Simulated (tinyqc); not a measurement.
Dielectric confinement in a thin film (image charges): one step. Images for a charge at the centre. Four cases, with inputs chosen for the exercise.

Question. Give lam, the first five terms (q/eps) lam^n/(n t), their sum and the closed form.

A film |z| < t/2 of dielectric constant eps between half-spaces of dielectric constant e2; lam = (eps - e2)/(eps + e2), q = e^2/(4 pi eps0). The self-energy of a band edge is taken with the high-frequency value, e2 = eh, and the field of a fixed ion with the static one, e2 = eo. A charge at z has images lam^|n| at n t + (-1)^n z. Its self-energy is S(z) = (q/2 eps) sum over n >= 1 of lam^n [1/(n t - 2z) + 1/(n t + 2z)] for odd n and 2 lam^n/(n t) for even n; at the centre S(0) = -(q/(eps t)) ln(1 - lam).

Constants: e^2/(4 pi eps0) = 14.39964547 eV angstrom.

Case 1.

Values chosen (out of a larger set: near those of a Ge film in vacuum; not measured data): t = 36 angstrom (film thickness); eps = 16 (dielectric constant of the film); eh = 1 (high-frequency dielectric constant outside).

Case 2.

Values chosen (out of a larger set: near those of an InGaAs film between layers of SiO2; not measured data): t = 16 angstrom (film thickness); eps = 13 (dielectric constant of the film); eh = 2.2 (high-frequency dielectric constant outside).

Case 3.

Values chosen (out of a larger set: near those of a Si (100) film, two-fold valleys, between layers of a low-k oxide; not measured data): t = 72 angstrom (film thickness); eps = 11.8 (dielectric constant of the film); eh = 2 (high-frequency dielectric constant outside).

Case 4.

Values chosen (out of a larger set: near those of a Ge film between layers of Si3N4; not measured data): t = 64 angstrom (film thickness); eps = 16.5 (dielectric constant of the film); eh = 4 (high-frequency dielectric constant outside).

Give: lam; terms; sum of five; S(0).

Answer.

Case 1.

lam = 0.8824

terms (meV): 22.06  9.73  5.72  3.79  2.67

sum of five = 43.98 meV
S(0) = 53.50 meV

The surroundings screen less than the film, so the images repel and each band edge moves outwards: the gap changes by about 2 S = +107 meV.

Case 2.

lam = 0.7105

terms (meV): 49.19  17.48  8.28  4.41  2.51

sum of five = 81.86 meV
S(0) = 85.82 meV

The surroundings screen less than the film, so the images repel and each band edge moves outwards: the gap changes by about 2 S = +172 meV. The static value 4 would give S(0) = +52.2 meV.

Case 3.

lam = 0.7101

terms (meV): 12.04  4.27  2.02  1.08  0.61

sum of five = 20.02 meV
S(0) = 20.99 meV

The surroundings screen less than the film, so the images repel and each band edge moves outwards: the gap changes by about 2 S = +42 meV. The static value 2.5 would give S(0) = +17.8 meV.

Case 4.

lam = 0.6098

terms (meV): 8.31  2.53  1.03  0.47  0.23

sum of five = 12.58 meV
S(0) = 12.83 meV

The surroundings screen less than the film, so the images repel and each band edge moves outwards: the gap changes by about 2 S = +26 meV. The static value 7.2 would give S(0) = +6.8 meV.

Computed by tinyqc, one run a case: `OMP_NUM_THREADS=1 python tinyqc.py N N+1 out.jsonl` with N = 1281426, 1281514, 1281555, 1281607; one thread of a shared Intel(R) Xeon(R) Processor @ 2.30GHz, about 0.1 s a run at most.
